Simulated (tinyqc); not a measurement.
# Round nanowire with a gate all round, subbands and threshold shift from confinement: two studies

Undoped body with a flat potential across it, hard walls, transport along x. Three valley pairs (g = 2 each) with the longitudinal mass along x, y or z. Non-parabolicity enters the subband edges through E (1 + al E) = gamma, so E = 2 gamma/(1 + sqrt(1 + 4 al gamma)); motion within a subband is taken as parabolic with the band-edge mass. Energies are counted from the bulk band edge.

Parameters, values chosen for the exercise; masses close to those of silicon: temperature T = 400 K; longitudinal mass ml = 0.912 m0; transverse mass mt = 0.189 m0; non-parabolicity al = 0 1/eV; diameter t = 8.3 nm; widening of the box by penetration into the insulator dl = 0 nm; gate capacitance per area of interface Cg = 3.6 uF/cm^2.

Constants: q = 1.602176634e-19 C, kB = 1.380649e-23 J/K, hbar = 1.054571817e-34 J s, m0 = 9.1093837015e-31 kg, Vt = kB T/q, hbar^2/(2 m0) = 0.0380998212 eV nm^2. Results are converted to the units shown.

Each table varies one quantity; the others keep the values above.

## Confinement against the diameter

gamma = C (2 z/(t + dl))^2 (1/my + 1/mz)/2, z the zeros of the Bessel functions J_l (2.404826, 3.831706, 5.135622, 5.520078, ...), twofold for l > 0; the mean inverse mass is an approximation for anisotropic valleys, C = hbar^2/(2 m0). Each subband has N_k = g sqrt(2 mx m0 kB T/(pi hbar^2)); without degeneracy n = exp(EF/Vt) sum N_k exp(-E_k/Vt). Classical value Nc times pi t^2/4, Nc = sum over valleys of 2 g (m m0 kB T/(2 pi hbar^2))^1.5 with m = (mx my mz)^(1/3). Threshold shift dVT = Vt ln(classical value/sum N_k exp(-E_k/Vt)). With degeneracy n = sum N_k F((EF - E_k)/Vt), F(x) = (1/sqrt(pi)) int_0^infinity u^(-1/2) du/(1 + exp(u - x)); gate: Vg = EF + q n/(Cg P), P = pi t, summed over the 60 lowest subbands at most, with Vg counted from the value that would put EF at the bulk band edge of an empty body. The last two columns are for Vg = 0.6 V; sensitivity d(dVT)/dt by central differences between 0.99 and 1.01 times the value.

Confinement against the diameter:
```
t (nm),E_1 (meV),gap to the next edge (meV),dVT (mV),sensitivity (mV/nm),n/P (cm^-2),share of the lowest subband (%)
2,703.7,462.1,636.1,-669.4,4.186e11,50.00
2.7,386.1,253.6,339.2,-260.7,5.113e12,49.95
3.6,217.2,142.6,189.6,-102.9,7.994e12,48.05
4.7,127.4,83.68,115.4,-43.21,9.571e12,39.10
6.3,70.92,46.57,71.53,-17.01,1.076e13,26.97
8.4,39.89,26.20,48.29,-7.131,1.158e13,17.71
11,23.26,15.28,35.47,-3.412,1.218e13,11.44
15,12.51,8.215,26.19,-1.580,1.272e13,6.691
20,7.037,4.621,20.54,-0.8103,1.313e13,3.972
```

As t grows from 2 to 20 nm, E_1 falls from 704 to 7.04 meV and dVT falls from 636 to 20.5 mV. E_1 goes as t^(-2.00) at the thin end (-2 for a parabolic band without penetration); a thickness error of 0.2 nm moves the threshold by 130 mV in the first row and 0.16 mV in the last. The charge per interface area rises from 4.19e11 to 1.31e13 cm^-2. For t = 2, 2.7 the body is too thin for bulk effective masses to be reliable. For t = 3.6, 4.7, 6.3, 8.4, 11, 15, 20 the charge in the last two columns would bend the potential across the body noticeably, which is left out.

## Charge and subband filling against gate voltage

Same model as above.

Each subband has N_k = g sqrt(2 mx m0 kB T/(pi hbar^2)). Cq = q dn/dEF.

Charge and subband filling against gate voltage:
```
Vg (V),EF - E_1 (eV),n (cm^-1),n/P (cm^-2),share of the lowest subband (%),Cq/(Cg P),total C/(Cg P)
-0.11,-0.1543,2.021e5,7.751e10,26.04,0.09954,0.09053
0.01,-0.06931,2.253e6,8.641e11,25.36,1.053,0.5128
0.14,-0.02450,7.244e6,2.778e12,23.76,3.010,0.7506
0.27,0.001982,1.331e7,5.104e12,21.98,4.885,0.8301
0.39,0.02012,1.928e7,7.393e12,20.42,6.365,0.8642
0.52,0.03628,2.595e7,9.951e12,18.89,7.726,0.8854
0.64,0.04922,3.222e7,1.236e13,17.63,8.807,0.8980
0.77,0.06182,3.910e7,1.499e13,16.43,9.835,0.9077
0.89,0.07247,4.550e7,1.745e13,15.45,10.69,0.9145
```

Read the table: what changes, and by how much?

EF passes E_1 = 0.0409 eV at Vg = 0.258 V. The share of the lowest subband falls from 26.0 to 15.5 % and the total capacitance rises from 0.0905 to 0.914 of Cg P. In the last row 8.9 % of an added gate voltage goes into raising EF (from the last two rows). For Vg = 0.01, 0.14, 0.27, 0.39, 0.52, 0.64, 0.77, 0.89 the charge would bend the potential across the body noticeably, which is left out.

Range of the model: For the strongly anisotropic y and z valleys the mean inverse mass serves only for l = 0; pairs with l > 0 really split widely.

Numbers from tinyqc (`OMP_NUM_THREADS=1 python tinyqc.py 2350064 2350065 out.jsonl`; about 0.2 s on one thread of a shared Intel Xeon 2.30GHz).
